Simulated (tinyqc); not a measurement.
Lattice sites along [110]: pair of shallow donors (hydrogen-like orbitals).

Each donor has the orbital exp(-r/a); energy unit Ha* = q/(eps a), q = e^2/(4 pi eps0), so that a lone donor is bound by Ha*/2; x = R/a. One electron: S = (1 + x + x^2/3) exp(-x), j = 1/x - (1 + 1/x) exp(-2x), k = (1 + x) exp(-x); levels E(+/-) = -1/2 - (j +/- k)/(1 +/- S) in Ha*, without the repulsion of the ions, split by D = |E(-) - E(+)|. In six valleys the overlaps S and k are multiplied by v = [cos(K Rx) + cos(K Ry) + cos(K Rz)]/3, K = k0 (2 pi/a_lat), for isotropic envelopes and the symmetric valley state.

Two electrons, Heitler-London: with S' = (1 - x + x^2/3) exp(x), C = 1/x - exp(-2x)(1/x + 11/8 + 3x/4 + x^2/6), X = (1/5){exp(-2x)(25/8 - 23x/4 - 3x^2 - x^3/3) + (6/x)[S^2 (0.5772157 + ln x) + S'^2 Ei(-4x) - 2 S S' Ei(-2x)]}, Q = C - 2j + 1/x and A = X - 2 S k + S^2/x, the singlet and triplet lie at (Q +/- w A)/(1 +/- w S^2) from two lone donors, with the valley weight w = v^2; the exchange is J = triplet - singlet.

Constants: e^2/(4 pi eps0) = 14.39964547 eV angstrom.

Values chosen for the exercise (near those of two donors in Si; shifted at random, so the results belong to these values and not to a real crystal):
```
symbol  value                                                                                                                                               unit        meaning
a       17.1                                                                                                                                                angstrom    orbital radius
eps     11.6                                                                                                                                                            dielectric constant
a_lat   5.431                                                                                                                                               angstrom    lattice constant
k0      0.853                                                                                                                                               2 pi/a_lat  valley position
sites   ((9, 9, 0), (9.5, 9.5, 0), (10, 10, 0), (10.5, 10.5, 0), (11, 11, 0), (11.5, 11.5, 0), (12, 12, 0), (12.5, 12.5, 0), (13, 13, 0), (13.5, 13.5, 0))  a_lat       positions of the second donor
```

D and J for each site, and for v = 1.

Results:
```
site,R (angstrom),v,D (meV),J (micro-eV),J for v = 1
"(9, 9, 0)",69.1,0.038,0.238,1.99,1.37e+03
"(9.5, 9.5, 0)",73.0,0.864,4.68,735,985
"(10, 10, 0)",76.8,-0.322,1.45,72.8,704
"(10.5, 10.5, 0)",80.6,0.975,3.77,476,500
"(11, 11, 0)",84.5,-0.161,0.517,9.19,354
"(11.5, 11.5, 0)",88.3,0.577,1.56,82.9,249
"(12, 12, 0)",92.2,0.392,0.885,26.8,175
"(12.5, 12.5, 0)",96.0,-0.015,0.0283,0.0275,122
"(13, 13, 0)",99.8,0.898,1.42,68.6,85.0
"(13.5, 13.5, 0)",103.7,-0.330,0.432,6.43,59.0
```

Over these sites the envelope alone changes J by a factor 23.2, and the valley factor v^2 by 4.23e+03; J runs from 0.0275 at (12.5, 12.5, 0) to 735 micro-eV at (9.5, 9.5, 0). Along [110] only two valleys keep their phase, so v = (1 + 2 cos)/3 can pass through zero. J does not fall steadily with distance.

(tinyqc, `OMP_NUM_THREADS=1 python tinyqc.py 1251137 1251138 out.jsonl`, Intel(R) Xeon(R) Processor @ 2.30GHz, 1 thread, shared host, about 0.01 s.)
